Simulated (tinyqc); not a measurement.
Convergence with the mesh: Wannier function of the lower band of a two-orbital chain.

H(k) = [[-d/2 - 2 ta cos k, -t1 - t2 exp(-ik)], [-t1 - t2 exp(ik), d/2 - 2 tb cos k]], k in 1/a, Bloch sums with exp(ikR) and without the positions inside the cell. Mesh k_j = 2 pi j/N. Projection gauge: each lower eigenvector u is multiplied by the phase that makes <trial|u> real and positive (the one-band case of Loewdin orthogonalisation). Wannier amplitudes w(R) = (1/N) sum_k exp(ikR) u(k); hoppings H(R) = (1/N) sum_k exp(-ikR) E(k).

Values chosen for the exercise: d = -0.64 eV (A at -d/2, B at +d/2); t1 = 1.85 eV (A-B in the cell); t2 = 0.62 eV (B to A of the next cell); ta = -0.1 eV (A-A between cells); tb = 0.29 eV (B-B between cells); xb = 0.38 a (position of B (A at 0)); th = 30 degrees (trial orbital cos(th) A + sin(th) B in cell 0).

Centre and Omega_I from overlaps M_j = u_j^+ diag(1, exp(-i b xb)) u_(j+1), b = 2 pi/N: centre -(1/2 pi) sum arg M, Omega_I = (1/(N b^2)) sum (1 - |M|^2). Largest error of the Fourier interpolation on 41 points from 0 to pi.

Mesh:
```
N   centre (a)  Omega_I (a^2)  H(1) (eV)  largest error (meV)
3      0.21423        0.04300   -0.40644               92.274
4      0.20801        0.04607   -0.42951               13.083
6      0.20483        0.05074   -0.42614                2.640
8      0.20357        0.05261   -0.42599                0.667
12     0.20263        0.05402   -0.42598                0.039
16     0.20230        0.05453   -0.42598                0.003
24     0.20207        0.05491   -0.42598                0.000
```

What can be read from this table?

The interpolation error falls exponentially, from 13.1 meV at N = 4 to 0.039 at N = 12, because the hoppings decay exponentially for an isolated band (smallest gap 2.46 eV). Omega_I carries a finite-difference error and converges as a power: against the value 0.05522 on 400 points it is off by -0.00120 at N = 12 and -0.00031 at N = 24, an exponent of 1.97, near the limit 2.

Computed by tinyqc, a small Python program: `OMP_NUM_THREADS=1 python tinyqc.py 1451169 1451170 out.jsonl` (the numbers bound the seed that draws the inputs); one thread of a shared host (Intel(R) Xeon(R) Processor @ 2.30GHz), about 0.2 s for the whole set of steps.
